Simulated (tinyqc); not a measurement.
Longitudinal sound in a periodic multilayer: transfer matrices, stop bands and folded phonons: one step, computed by the program tinyqc.

Layers 1 and 2 repeat with period d = d_1 + d_2; waves travel normal to the layers, without loss. State vector (u, s): displacement u and stress divided by omega. Impedances Z = rho v are in 1e6 kg/(m^2 s).

Problem. Impedances, mean velocity and Bragg frequency. Z = rho v; interface reflection r = (Z_2 - Z_1)/(Z_2 + Z_1) (stress amplitude, from 1 into 2); Bragg frequency f_B = 1/[2 (d_1/v_1 + d_2/v_2)]; long-wave velocity v_eff = d/sqrt[(d_1/v_1)^2 + (d_2/v_2)^2 + (Z_1/Z_2 + Z_2/Z_1)(d_1/v_1)(d_2/v_2)].

Inputs (values chosen for the exercise, modelled on copper (layer 1), tantalum (layer 2) and silicon (substrate)):
```
quantity,value,unit
density rho_1,9.04,g/cm^3
velocity v_1,4670,m/s
thickness d_1,2.05,nm
density rho_2,16.3,g/cm^3
velocity v_2,4110,m/s
thickness d_2,1.79,nm
substrate density,2.34,g/cm^3
substrate velocity,8430,m/s
```

Give: Z_1; Z_2; Z of the substrate; interface reflection r; Bragg frequency f_B; long-wave velocity v_eff.

Solution.

Z_1 = 42.2168

Z_2 = 66.993

Z of the substrate = 19.7262

interface reflection r = 0.2269

Bragg frequency f_B = 571.8 GHz

long-wave velocity v_eff = 4277 m/s

Caution: at these frequencies damping, strong in glasses, and rough interfaces, both left out here, can weaken the stop bands; layers only a few atoms thick are also beyond continuum acoustics.
